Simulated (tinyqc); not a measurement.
Ballistic transport through the one-dimensional subbands of a rectangular nanowire or nanosheet channel: one step, computed by the program tinyqc.

Hard walls, parabolic subbands, transport along x. Energies are counted from the bulk conduction band edge at the top of the barrier, which the gate pulls down by U; the source Fermi level lies at the bulk edge when U = 0.

Question. Conductance, capacitance and scattering. Linear conductance G = (2 e^2/h) sum_i g f(eta_i), g = 2, f = 1/(1 + exp(-eta_i)), with the barrier frozen at the eta_i above; current per perimeter I/(2(a + b)); with scattering, transmission lambda/(lambda + L) and low-bias resistance (1 + L/lambda)/G.

Inputs (values chosen for the exercise, modelled on silicon):
```
quantity                                   value  unit
height a                                     2.5    nm
width b                                      2.9    nm
temperature T                                300     K
mean free path for back-scattering lambda    6.2    nm
channel length L                              30    nm
```

Valleys: silicon [100] wire.

Occupation:
```
subband      eta_i    n_i (1/nm)  I_i (microampere)
1         -0.99716  1.056557e-01       3.622255e-01
2         -3.33113  1.221041e-02       4.460697e-02
3         -8.64430  6.146315e-05       2.263072e-04
4         -9.01420  4.246039e-05       1.563410e-04
5        -10.08451  3.110966e-05       5.361317e-05
6        -18.48598  3.269438e-09       1.203854e-08
7        -21.38953  1.792577e-10       6.600526e-10
8        -26.94037  6.962688e-13       2.563761e-12
9        -31.74648  5.695244e-15       2.097070e-14
10       -34.58751  3.324042e-16       1.223960e-15
```

ballistic current I = 0.4072687 microampere

Constants: e = 1.602176634e-19 C; h = 6.62607015e-34 J s.

Give: open modes sum g f; ballistic conductance; current per perimeter; transmission; low-bias resistance with scattering.

Answer.

open modes sum g f = 0.6087

ballistic conductance = 47.16 microsiemens

current per perimeter = 37.71 microampere/micrometre

transmission = 0.1713

low-bias resistance with scattering = 123.8 kiloohm

Even without scattering the wire has h/(2 e^2 M) = 21.20 kiloohm, which sits in the contacts.
